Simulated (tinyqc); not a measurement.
Coherent potential approximation for a binary alloy with a semi-elliptic band, step by step. Values are carried at full precision from step to step, so a last printed digit may differ when a step is redone from the rounded ones.

Site levels eA = -x d (share 1 - x) and eB = (1 - x) d (share x), so that their mean, the virtual crystal, is 0. Pure band: G0(z) = 2 (z - sqrt(z - W) sqrt(z + W))/W^2 with principal roots, density -Im G/pi per site. The medium has a self-energy S(z), G = G0(z - S), z = E + i eta. t_i = (e_i - S)/(1 - (e_i - S) G); the CPA demands <t> = (1 - x) tA + x tB = 0. Iteration: start at S = 0, set S(new) = S + <t>/(1 + <t> G), stop when |<t>| < 1e-9 eV.

Constants: hbar = 6.58211957e-16 eV s.

Inputs chosen for the exercise:
- W = 3.8 eV (half width of the pure band)
- x = 0.5 (fraction of B)
- d = 3.38 eV (eB - eA)
- eta = 0.076 eV (broadening)
- E = -0.19 eV (energy)

## First step: the average t-matrix

With S = 0 form G, tA, tB, <t> and the new S.

eA, eB (eV): -1.6900  1.6900

G = -0.02579-0.51524i 1/eV

tA, tB (eV): -0.9662-0.8796i  0.9547-0.7966i

<t> = -0.0057-0.8381i eV
S after one step = -0.0737-1.4716i eV

## The self-consistent medium

Iterate.

Iterations:
```
i               S (eV)           G (1/eV)  |<t>| (eV)
0              0.00000  -0.02579-0.51524i       0.838
1    -0.07366-1.47157i  -0.01003-0.35375i       0.521
2    -0.23685-2.08397i   0.00328-0.30621i       0.288
3    -0.40133-2.34897i   0.01351-0.28800i       0.153
4    -0.52390-2.44786i   0.02061-0.28109i      0.0791
5    -0.59955-2.47319i   0.02504-0.27895i      0.0403
6    -0.63985-2.47153i   0.02750-0.27869i      0.0204
7    -0.65852-2.46343i   0.02870-0.27900i      0.0103
...                ...                ...         ...
27   -0.66666-2.44708i   0.02936-0.27992i    1.09e-08
28   -0.66666-2.44708i   0.02936-0.27992i    5.49e-09
29   -0.66666-2.44708i   0.02936-0.27992i    2.76e-09
30   -0.66666-2.44708i   0.02936-0.27992i    1.39e-09
31   -0.66666-2.44708i   0.02936-0.27992i    6.98e-10
```

S = -0.66666-2.44708i eV
G = 0.02936-0.27992i 1/eV

Converged at i = 31. The first step gave -0.0737-1.4716i eV.

## Densities on A and B, and the lifetime

G_i = G/(1 - (e_i - S) G); densities -Im G_i/pi; their weighted sum must be -Im G/pi. Lifetime hbar/(2 |Im S|), which has a meaning only while |Im S| is small against W. Weak-scattering value of S: x (1 - x) d^2 G.

densities (1/eV): on A 0.1107, on B 0.0675, weighted sum 0.0891, medium 0.0891

lifetime = 0.134 fs
weak-scattering S = 0.0839-0.7995i eV

An A site carries the larger density here, by a factor 1.64; the weak-scattering value is 71 % from S.

## Checks

- Weighted sum of the partial densities against the density of the medium: both 0.089101.

Computed by tinyqc, a small Python program: `OMP_NUM_THREADS=1 python tinyqc.py 1481493 1481494 out.jsonl` (the numbers bound the seed that draws the inputs); one thread of a shared host (Intel(R) Xeon(R) Processor @ 2.30GHz), about 0.01 s for the whole set of steps.
